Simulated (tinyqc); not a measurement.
# From one set of inputs to another, one input at a time

Model: sheet resistance of a shallow doped layer with concentration-dependent mobility and limited activation. Computed by tinyqc, a small Python program. Command: `OMP_NUM_THREADS=1 python tinyqc.py 3024202 3024203 out.jsonl irvin ladder`. One thread of a shared host (Intel(R) Xeon(R) Processor @ 2.30GHz), about 0.04 s of CPU time with the checks.

A layer of one dopant lies in a background of the opposite type. Current flows parallel to the surface down to the junction; depletion is ignored.

The inputs printed are set A. Set A is modelled on antimony in silicon; the values taken over come from a set modelled on arsenic in silicon. Inputs not listed in the table keep their values of set A, so the rows need not describe a real material.

Inputs (values chosen for the exercise, modelled on antimony in silicon):
```
quantity                          value        unit
surface concentration C_s       1.2e+19      1/cm^3
length l                             55          nm
tail abruptness                     2.8   nm/decade
background C_B                  3.6e+15      1/cm^3
mobility floor mu_min              62.8  cm^2/(V s)
mobility mu_max                    1400  cm^2/(V s)
reference density N_r          1.01e+17      1/cm^3
exponent alpha                    0.681           -
prefactor of the active limit   3.7e+21      1/cm^3
energy of the active limit        0.558          eV
anneal temperature T               1150           C
```

Profile: box with exponential tail.

Constants: k_B = 8.617333262e-05 eV/K; e = 1.602176634e-19 C.

Method:
- C(x) = C_s for x < l and C_s 10^(-(x - l)/abruptness) beyond.
- Temperatures in kelvin are T(C) + 273.15.
- Active limit C_a = prefactor x exp(-energy/(k_B T)); the junction lies where C = C_B, and the profile exceeds C_a down to x_a (zero if C_s is below C_a). Slope at the junction in nm per decade = ln(10) C/|dC/dx|.
- Active density N = min(C, C_a); carriers n = N - C_B; mobility mu = mu_min + (mu_max - mu_min)/(1 + ((N + C_B)/N_r)^alpha).
- Integrals from 0 to x_j, where C = C_B (Gauss-Legendre, 60 points on each smooth piece; 1 nm = 1e-7 cm): dose int C dx, carriers int n dx, mean mobility int n mu dx/int n dx, R_s = 1/(e int n mu dx).

Each row keeps all changes above it:
```
input moved                                                                           from              to  junction depth x_j (nm)  mean mobility (cm^2/(V s))  carriers per dopant atom
set A                                                                                    -               -                     64.9                       113.9                    0.9997
background C_B (1/cm^3)                                                            3.6e+15         1.6e+16                     63.1                       113.8                    0.9985
anneal temperature T (C)                                                              1150             950                     63.1                       113.8                    0.9985
surface concentration C_s (1/cm^3)                                                 1.2e+19         1.5e+21                     68.9                       101.0                    0.0136
length l (nm)                                                                           55             120                    133.9                       100.5                    0.0129
tail abruptness (nm/decade)                                                            2.8               6                    149.8                       101.0                    0.0135
prefactor of the active limit (1/cm^3) and energy of the active limit (eV)  3.7e+21, 0.558  2.5e+22, 0.477                    149.8                        69.2                    0.1870
```

Junction depth x_j goes from 64.9 to 150, a factor 2.31 in all. The largest single move comes from length l (a factor 1.94). Mean mobility goes from 114 to 69.2, a factor 0.607 in all. The largest single move comes from prefactor of the active limit with energy of the active limit (a factor 0.685). Carriers per dopant atom goes from 1.000 to 0.187, a factor 0.187 in all. The largest single move comes from surface concentration C_s (a factor 0.0136), and prefactor of the active limit with energy of the active limit works against it (a factor 13.8). The single moves hold for this order of the switches; the total does not depend on the order.

Caution (rows prefactor of the active limit): above about 2e20 per cm^3 measured mobilities fall further than this form.

Extremes, crossings and ranges named in words are read from the listed rows.
